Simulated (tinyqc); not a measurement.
The window of frequencies: the 3-omega method: a line heater on a substrate with a thin film. Computed by tinyqc, a small Python program. Command: `OMP_NUM_THREADS=1 python tinyqc.py 3019626 3019627 out.jsonl threeomega walk`. One thread of a shared host (Intel(R) Xeon(R) Processor @ 2.30GHz), about 0.01 s of CPU time with the checks.

A current at angular frequency omega = 2 pi f heats the line at 2 omega with the amplitude P per length; the temperature swing Delta T at 2 omega gives a voltage at 3 omega. The substrate is taken as semi-infinite and isotropic, and the heat capacity of heater and film is left out.

Inputs (values chosen for the exercise, modelled on a silicon-germanium alloy on silica):

| quantity | value | unit |
|---|---|---|
| substrate conductivity kappa | 1.36 | W/(m K) |
| substrate heat capacity C | 1.59 | 1e6 J/(m^3 K) |
| heater half-width b | 6.2 | micrometre |
| power amplitude per length P | 3.7 | W/m |
| current frequency f | 1300 | Hz |
| substrate thickness d_s | 725 | micrometre |

Method:
- D = kappa/C; q = sqrt(2 i omega/D); penetration depth 1/|q| = sqrt(D/(2 omega)).
- Delta T_s = (P/(pi kappa)) int_0^infinity (sin x/x)^2 / sqrt(x^2 + (q b)^2) dx with (q b)^2 = i |q b|^2, averaged over the heater width (12 Gauss-Legendre points on each of the pieces 0, 14 log-spaced edges from 1e-5 to 1, and multiples of pi to 40 pi; the tail adds 1/(4 (40 pi)^2)).
- For |q| b much below 1: Delta T_s = (P/(pi kappa)) [-ln(|q| b) + eta - i pi/4], eta = 3/2 - C_E = 0.92278, with Euler's C_E = 0.5772157.
- The slope value uses each f and 2f: kappa = P ln 2/(2 pi [Delta T(f) - Delta T(2f)]).

diffusivity D = 0.855346 mm^2/s

Bare substrate:

| f (Hz) | penetration depth (micrometre) | \|q\| b | in-phase (K) | out-of-phase (K) | narrow-line form (K) | kappa from the slope (W/(m K)) |
|---|---|---|---|---|---|---|
| 0.018 | 1944.6 | 0.0031883 | 5.7771 | -0.68014 | 5.7771 | 1.3600 |
| 0.18 | 614.94 | 0.010082 | 4.7801 | -0.68006 | 4.7801 | 1.3601 |
| 1.8 | 194.46 | 0.031883 | 3.7832 | -0.67949 | 3.7830 | 1.3605 |
| 8.9 | 87.452 | 0.070896 | 3.0916 | -0.67750 | 3.0910 | 1.3626 |
| 35 | 44.099 | 0.14059 | 2.5003 | -0.67168 | 2.4981 | 1.3700 |
| 180 | 19.446 | 0.31883 | 1.8002 | -0.64850 | 1.7890 | 1.4100 |
| 710 | 9.7912 | 0.63322 | 1.2362 | -0.59376 | 1.1948 | 1.5467 |
| 3500 | 4.4099 | 1.4059 | 0.67016 | -0.45423 | 0.50409 | 2.1875 |
| 18000 | 1.9446 | 3.1883 | 0.30189 | -0.25911 | -0.20499 | 4.6083 |
| 110000 | 0.78663 | 7.8817 | 0.12204 | -0.11507 | -0.98876 | 11.419 |

What does the comparison show, and why?

The slope gives kappa within 1 % up to |q| b = 0.14 (f = 35 Hz) among these rows. The penetration depth stays under d_s/5 = 145 micrometre from f = 8.9 Hz up, so a usable window lies between the two. At high f the flow turns one-dimensional: in-phase and out-of-phase parts become equal in size (ratio 0.94 in the last row) and fall as f^(-1/2) (exponent -0.50).
